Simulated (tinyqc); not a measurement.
Double-gate transistor, scale length and short-channel effects: one step of the calculation.

A body of thickness ts between two insulators of thickness ti and two tied gates. Below threshold the potential that source and drain add obeys Laplace's equation and vanishes on the gate. Its lowest mode decays along the channel as exp(-k y); k is the smallest positive root of the matching condition at the interface, and the scale length is Lambda = pi/k.

Task. Scan of the matching condition. f(k) = ei cos(k ti) cos(k ts/2) - eps_r sin(k ti) sin(k ts/2).

Inputs (values chosen for the exercise); permittivities: semiconductor close to that of silicon, insulator close to that of silicon nitride: relative permittivity of the semiconductor eps_r = 11.5; relative permittivity of the insulator ei = 7.74; insulator thickness ti = 1.3 nm; body thickness ts = 8.6 nm.

| point | k (1/nm) |
|---|---|
| 0 | 0.045 |
| 1 | 0.09 |
| 2 | 0.135 |
| 3 | 0.18 |
| 4 | 0.225 |
| 5 | 0.27 |
| 6 | 0.315 |
| 7 | 0.36 |

Give: f(k).

Result.

| point | f(k) |
|---|---|
| 0 | 7.4533 |
| 1 | 6.6119 |
| 2 | 5.2715 |
| 3 | 3.5203 |
| 4 | 1.4742 |
| 5 | -0.7310 |
| 6 | -2.9483 |
| 7 | -5.0289 |

The first change of sign lies between k = 0.225 and 0.27 1/nm.

Computed by the program tinyqc: `OMP_NUM_THREADS=1 python tinyqc.py 2420019 2420020 out.jsonl`, one thread of a shared Intel Xeon 2.30GHz, about 0.01 s for the whole run.
